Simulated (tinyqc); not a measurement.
Three ways to interpolate a mass: alloy A(1-x)B(x) by interpolation with bowing.

Each gap follows E(x) = (1 - x) E_A + x E_B - C x (1 - x); the lattice constant follows Vegard, a(x) = (1 - x) a_A + x a_B.

Mass at Gamma from the Kane formula 1/m = F + Ep (Eg + 2 Dso/3)/(Eg (Eg + Dso)). F is fixed by the masses of A and B and interpolated linearly, as is Ep; Eg and Dso carry their bowing.

Inputs chosen for the exercise (A near GaAs, B near AlAs; not measured data):
- Eg = (1.502, 3.054) eV (gap at Gamma to the s-like level of A, B)
- Dso = (0.339, 0.28) eV (spin-orbit splitting of A, B)
- Ep = (25.9, 21.1) eV (Kane energy of A, B)
- me = (0.0679, 0.1495) m0 (electron mass at Gamma of A, B)
- C = (0.389, 0.047, 0.04) eV (bowing of the Gamma, X and L gaps)
- Cs = 0 eV (bowing of Dso)

Linear in m, linear in 1/m, and the Kane formula.

Masses (m0):
```
x      Eg (eV)  linear in m  linear in 1/m    Kane  Kane m/Eg (1/eV)
0.000    1.502       0.0679         0.0679  0.0679            0.0452
0.125    1.653       0.0781         0.0729  0.0759            0.0459
0.250    1.817       0.0883         0.0786  0.0847            0.0466
0.375    1.993       0.0985         0.0854  0.0942            0.0473
0.500    2.181       0.1087         0.0934  0.1043            0.0478
0.625    2.381       0.1189         0.1031  0.1150            0.0483
0.750    2.593       0.1291         0.1150  0.1262            0.0487
0.875    2.817       0.1393         0.1300  0.1378            0.0489
1.000    3.054       0.1495         0.1495  0.1495            0.0490
```

At x = 0.5 the three give 0.1087, 0.0934 and 0.1043; judged by the largest distance, the Kane value is closer to the interpolation in m (largest distances 0.0044 m0 from the rule in m, 0.0120 m0 from the rule in 1/m). The ratio m/Eg varies by a factor of 1.08 while the gap varies by 2.03; a constant ratio is the two-band rule m = Eg/Ep at fixed Ep.

Run: tinyqc, `OMP_NUM_THREADS=1 python tinyqc.py 1051111 1051112 out.jsonl`; Intel(R) Xeon(R) Processor @ 2.30GHz, one thread, shared host; about 0.01 s of CPU time with all checks.
